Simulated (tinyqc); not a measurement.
What each parameter does: Wannier-Stark ladder of a miniband.

One state in each well j = -(Nw - 1)/2 ... (Nw - 1)/2: H_jj = j e F d, H_(j,j+1) = -W/4; 1 kV/cm = 0.01 meV/angstrom. In an infinite chain the levels are j e F d and the state of well 0 has amplitude J_j(x) in size on well j, x = W/(2 e F d).

Parameters, chosen for this exercise (near those of a GaAs/AlGaAs superlattice; shifted at random, so the results belong to these values and not to a real crystal): W = 19 meV (miniband width); d = 60 angstrom (period); F = 12 kV/cm (field); Nw = 11 (wells).

e F d, x, J_0(x)^2 and the lowest level of the finite stack.

Results for these values:
```
case,e F d (meV),x,J_0^2,lowest level (meV)
base,7.20,1.319,0.372,-38.67
```

What happens to each result for d = 68 angstrom, all else kept?

Answer: e F d rises from 7.20 to 8.16; x falls from 1.319 to 1.164; J_0^2 rises from 0.372 to 0.474; lowest level falls from -38.67 to -43.22.

The same for each parameter in turn:
```
case,e F d (meV),x,J_0^2,lowest level (meV)
base,7.20,1.319,0.372,-38.67
W = 24 meV,7.20,1.667,0.174,-39.98
d = 68 angstrom,8.16,1.164,0.474,-43.22
F = 16.8 kV/cm,10.08,0.942,0.624,-52.44
Nw = 13,7.20,1.319,0.372,-45.87
```

(tinyqc, `OMP_NUM_THREADS=1 python tinyqc.py 1281787 1281788 out.jsonl`, Intel(R) Xeon(R) Processor @ 2.30GHz, 1 thread, shared host, about 0.01 s.)
